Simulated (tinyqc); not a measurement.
# Superjunction drift layer against a plain one, charge balance: effects of single changes

Alternating n and p pillars of equal width wp, doping N and length Lp. When depleted, the lateral field peaks at Ex = q N wp/(2 eps0 eps_r) at the pillar junctions and a uniform vertical field Ey is added; breakdown is taken where Ex^2 + Ey^2 = Ef^2. Only the n pillars conduct, narrowed by the zero-bias depletion. A first-order model: the field peaks at the pillar ends are left out.

Values chosen for this exercise; values close to those of 4H silicon carbide:
```
symbol,value,unit,meaning
eps_r,9.91,,relative permittivity of the semiconductor
E16,2.46,MV/cm,critical field at a doping of 1e16 cm^-3
mx,987,cm^2/(V s),mobility at low doping
mi,38.8,cm^2/(V s),mobility at high doping
Nr,2e17,cm^-3,reference doping of the mobility
BV,1800,V,wanted breakdown voltage
wp,0.8,um,width of each pillar
Ef,2.2,MV/cm,critical field inside the pillars
a,0.56,,lateral peak field as a share of Ef
Vb,2.8,V,built-in voltage of the pillar junctions
dl,-8.3,%,charge imbalance (Nn - Np)/N
```

Constants: q = 1.602176634e-19 C, eps0 = 8.8541878128e-14 F/cm where lengths are in cm. Results are converted to the units shown.

Each table varies one quantity; the others keep the values above.

## Effect of the charge imbalance (Nn - Np)/N

Ec(N) = E16 (N/1e16 cm^-3)^(1/8), mu(N) = mi + (mx - mi)/(1 + (N/Nr)^0.9). Plain drift layer for BV: N solves BV = eps0 eps_r Ec(N)^2/(2 q N), W = 2 BV/Ec, Rsp = W/(q mu N). Ex = a Ef gives N = 2 eps0 eps_r a Ef/(q wp); Ey = Ef sqrt(1 - a^2); Lp = BV/Ey; xd = sqrt(eps0 eps_r Vb/(q N)) on each side; Rsp = 2 Lp/(q mu(N) N (1 - 2 xd/wp)). An imbalance dl leaves the mean net doping |dl| N/2, which tilts the vertical field by s = q |dl| N/(2 eps0 eps_r): BV(dl) = Ey Lp - s Lp^2/2, or Ey^2/(2 s) if the field reaches zero inside the pillar.

The same in every row: N (cm^-3) = 1.687e17; Lp (um) = 9.876; Rsp, pillars (mohm cm^2) = 0.1747; Rsp, plain (mohm cm^2) = 1.109.

Effect of the charge imbalance (Nn - Np)/N:

| dl (%) | BV(dl) (V) |
|---|---|
| 0 | 1800 |
| 1 | 1725 |
| 2 | 1650 |
| 4 | 1500 |
| 6 | 1349 |
| 9 | 1124 |
| 13 | 829.7 |
| 20 | 539.3 |

What does the comparison show?

As dl goes from 0 to 20 %, Rsp of the pillars stays at 0.175 mohm cm^2 and BV with the imbalance falls from 1800 to 539 V. The loss is linear in |dl| while the field reaches through the pillar; it passes 10 % at |dl| = 2.40 %.

## Effect of the wanted breakdown voltage

Same model as above.

The same in every row: N (cm^-3) = 1.6868e17.

Effect of the wanted breakdown voltage:

| BV (V) | Lp (um) | Rsp, pillars (mohm cm^2) | Rsp, plain (mohm cm^2) | BV(dl) (V) |
|---|---|---|---|---|
| 300 | 1.6459 | 0.029122 | 0.017746 | 282.69 |
| 490 | 2.6883 | 0.047566 | 0.051707 | 443.81 |
| 810 | 4.4440 | 0.078629 | 0.16395 | 683.78 |
| 1300 | 7.1323 | 0.12619 | 0.50454 | 974.89 |
| 2200 | 12.070 | 0.21356 | 1.8099 | 1268.9 |
| 3600 | 19.751 | 0.34946 | 6.0777 | 1299.6 |
| 5900 | 32.370 | 0.57273 | 20.666 | 1299.6 |
| 9800 | 53.767 | 0.95131 | 73.017 | 1299.6 |

As BV goes from 300 to 9800 V, Rsp of the pillars rises from 0.0291 to 0.951 mohm cm^2 and BV with the imbalance rises from 283 to 1300 V. Rsp goes as BV^(1.00) for the pillars and BV^(2.39) for the plain layer; the pillars win in 7 of the 8 rows. For BV = 5900 to 9800 V the aspect ratio passes 30, which is hard to make. At BV = 300 V the aspect ratio Lp/wp is under 3, where a pillar model without end effects fails.

## Effect of the width of each pillar

Same model as above.

The same in every row: Lp (um) = 9.876; Rsp, plain (mohm cm^2) = 1.109.

Effect of the width of each pillar:

| wp (um) | N (cm^-3) | Rsp, pillars (mohm cm^2) | BV(dl) (V) |
|---|---|---|---|
| 0.1 | 1.349e18 | 0.1532 | 162.4 |
| 0.16 | 8.434e17 | 0.1290 | 259.9 |
| 0.25 | 5.398e17 | 0.1267 | 406.1 |
| 0.39 | 3.460e17 | 0.1358 | 633.5 |
| 0.61 | 2.212e17 | 0.1560 | 982.6 |
| 0.97 | 1.391e17 | 0.1918 | 1286 |
| 1.5 | 8.996e16 | 0.2453 | 1468 |
| 2.4 | 5.623e16 | 0.3356 | 1592 |

As wp goes from 0.1 to 2.4 um, Rsp of the pillars goes from 0.153 through a minimum of 0.127 (at wp = 0.25 um among the rows listed) to 0.336 mohm cm^2 and BV with the imbalance rises from 162 to 1590 V. Narrow pillars allow more doping and so less resistance, but the same relative imbalance then leaves more net charge. At the narrow end falling mobility and the depleted edges undo the gain. For wp = 0.1 to 0.25 um the aspect ratio passes 30, which is hard to make. For wp = 0.1 to 0.25 um the zero-bias depletion takes over 40 % of the pillar, and the on-state voltage would narrow it further.

Program tinyqc, `OMP_NUM_THREADS=1 python tinyqc.py 2590014 2590015 out.jsonl`; Intel Xeon 2.30GHz, shared host, one thread, about 0.01 s.
